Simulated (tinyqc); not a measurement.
From results back to parameters: nanosheet or nanowire with hard walls, valleys of the Si type. Three cases, with inputs chosen for the exercise.

Problem. In a hard-walled rectangle E(n, l) = c pi^2 (n^2/(m_y W^2) + l^2/(m_z H^2)), c = hbar^2/2m0. Two levels were computed from hidden W and H.

Constants: hbar^2/2m0 = 3.80998211 eV angstrom^2.

Find: width term; height term; W; H.

Method. The difference of the two levels is three times the width term; the rest of E(1, 1) is the height term.

Case 1.

Values chosen (out of a larger set: near those of Si; not measured data): m_y = 0.191 m0 (mass across the width); m_z = 0.931 m0 (mass along the height).

E(1, 1) = 0.043008 eV
E(2, 1) = 0.053703 eV

Solution.

width term = 3.56 meV
height term = 39.44 meV
W = 235.0 angstrom
H = 32.0 angstrom

Case 2.

Values chosen (out of a larger set: near those of Si; not measured data): m_y = 0.189 m0 (mass across the width); m_z = 0.924 m0 (mass along the height).

E(1, 1) = 0.040715 eV
E(2, 1) = 0.057249 eV

Solution.

width term = 5.51 meV
height term = 35.20 meV
W = 190.0 angstrom
H = 34.0 angstrom

Case 3.

Values chosen (out of a larger set: near those of Si; not measured data): m_y = 0.189 m0 (mass across the width); m_z = 0.912 m0 (mass along the height).

E(1, 1) = 0.011132 eV
E(2, 1) = 0.021940 eV

Solution.

width term = 3.60 meV
height term = 7.53 meV
W = 235.0 angstrom
H = 74.0 angstrom

Computed by tinyqc, one run a case: `OMP_NUM_THREADS=1 python tinyqc.py N N+1 out.jsonl` with N = 1252704, 1280084, 1280218; one thread of a shared Intel(R) Xeon(R) Processor @ 2.30GHz, about 0.05 s a run at most.
